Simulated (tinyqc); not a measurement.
Worked calculation: CCSD on RHF in the sto-3g basis, for B+, spin multiplicity 1. One step of it, computed by the program tinyqc.

Task: Integrals over molecular orbitals. (pq|rs) = sum C_ip C_jq C_kr C_ls (ij|kl), one index at a time.

coefficients C, order 1B 1s, 1B 2s, 1B 2px, 1B 2py, 1B 2pz:
```
[[0.993693, -0.301304, 0.000000, 0.000000, 0.000000],
 [0.022541, 1.038125, 0.000000, 0.000000, 0.000000],
 [0.000000, 0.000000, 1.000000, 0.000000, 0.000000],
 [0.000000, 0.000000, 0.000000, 1.000000, 0.000000],
 [0.000000, 0.000000, 0.000000, 0.000000, 1.000000]]
```

core Hamiltonian H = T + V (hartree), order 1B 1s, 1B 2s, 1B 2px, 1B 2py, 1B 2pz:
```
[[-12.321086, -3.187330, 0.000000, 0.000000, 0.000000],
 [-3.187330, -3.412465, 0.000000, 0.000000, 0.000000],
 [0.000000, 0.000000, -2.617559, 0.000000, 0.000000],
 [0.000000, 0.000000, 0.000000, -2.617559, 0.000000],
 [0.000000, 0.000000, 0.000000, 0.000000, -2.617559]]
```

Two-electron integrals (ij|kl) in chemists' order, unique and non-zero (hartree):
```
(11|11) 2.923513   (21|11) 0.518376   (21|21) 0.109262   (22|11) 0.744229
(22|21) 0.193177   (22|22) 0.544804   (31|31) 0.020264   (32|31) 0.029996
(32|32) 0.120346   (33|11) 0.742491   (33|21) 0.193240   (33|22) 0.544682
(33|33) 0.586773   (41|41) 0.020264   (42|41) 0.029996   (42|42) 0.120346
(43|43) 0.031630   (44|11) 0.742491   (44|21) 0.193240   (44|22) 0.544682
(44|33) 0.523513   (44|44) 0.586773   (51|51) 0.020264   (52|51) 0.029996
(52|52) 0.120346   (53|53) 0.031630   (54|54) 0.031630   (55|11) 0.742491
(55|21) 0.193240   (55|22) 0.544682   (55|33) 0.523513   (55|44) 0.523513
(55|55) 0.586773
```

Give: one-electron integrals over orbitals h = C^T H C; Two-electron integrals over orbitals.

Result:

one-electron integrals over orbitals h = C^T H C (hartree):
```
[[-12.3107, 0.3428, 0.0000, 0.0000, 0.0000],
 [0.3428, -2.8022, 0.0000, 0.0000, 0.0000],
 [0.0000, 0.0000, -2.6176, 0.0000, 0.0000],
 [0.0000, 0.0000, 0.0000, -2.6176, 0.0000],
 [0.0000, 0.0000, 0.0000, 0.0000, -2.6176]]
```

Two-electron integrals over orbitals (pq|rs), unique and non-zero (hartree):
```
(11|11) 2.8973    (21|11) -0.3243   (21|21) 0.0579    (22|11) 0.7425
(22|21) -0.0185   (22|22) 0.5259    (31|31) 0.0214    (32|31) 0.0275
(32|32) 0.1128    (33|11) 0.7421    (33|21) -0.0115   (33|22) 0.5335
(33|33) 0.5868    (41|41) 0.0214    (42|41) 0.0275    (42|42) 0.1128
(43|43) 0.0316    (44|11) 0.7421    (44|21) -0.0115   (44|22) 0.5335
(44|33) 0.5235    (44|44) 0.5868    (51|51) 0.0214    (52|51) 0.0275
(52|52) 0.1128    (53|53) 0.0316    (54|54) 0.0316    (55|11) 0.7421
(55|21) -0.0115   (55|22) 0.5335    (55|33) 0.5235    (55|44) 0.5235
(55|55) 0.5868
```
